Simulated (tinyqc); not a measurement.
Global model of a low-pressure process discharge: electron temperature, density, ion flux and ion energy: one step, computed by the program tinyqc. Command: `OMP_NUM_THREADS=1 python tinyqc.py 3110672 3110673 out.jsonl plasma walk`. One thread of a shared host (Intel(R) Xeon(R) Processor @ 2.30GHz), about 0.01 s of CPU time with the checks.

Maxwellian electrons with temperature T_e in eV, one positive ion, no negative ions, uniform bulk density n; rate constants have the Arrhenius form.

Task: Energy per pair and density. E_c = E_iz + (X0 exp(-E_ex/T_e) E_ex + K_el (3 m_0/M) T_e)/K_iz; wall potential V_s = (T_e/2) ln(M/(2 pi m_0)); E_T = E_c + 2 T_e + T_e/2 + V_s; n = P/(e u_B A_eff E_T); ion current density J = e h_L n u_B; ionised share n/n_g.

Inputs (values chosen for the exercise, of the order of those of an inductive discharge in a simple atomic gas):
```
quantity                      value   unit
ion mass M                       40      u
ionisation energy E_iz         16.8     eV
excitation prefactor X0     1.7e-14  m^3/s
excitation energy E_ex         8.81     eV
elastic rate constant K_el  6.3e-14  m^3/s
gas temperature T_g             600      K
absorbed power P                140      W
```

T_e = 2.229340 eV

K_iz = 3.094883e-17 m^3/s

Bohm velocity u_B = 2318.936 m/s

A_eff = 255.8234 cm^2

h_L = 0.1613113

gas density n_g = 3.259337e+20 1/m^3

Constants: m_0 = 9.1093837015e-31 kg; u = 1.6605390666e-27 kg; e = 1.602176634e-19 C.

Give: collisional loss per pair E_c; wall potential V_s; E_T; plasma density n; ion current density J; ionised share.

Result:

collisional loss per pair E_c = 110.0 eV

wall potential V_s = 10.43 V

E_T = 126.0 eV

plasma density n = 1.169e+11 1/cm^3

ion current density J = 0.7006 mA/cm^2

ionised share = 3.587e-04

Collisions take 87 % of the power and the walls the rest. T_e came from the particle balance alone; the power sets only n.
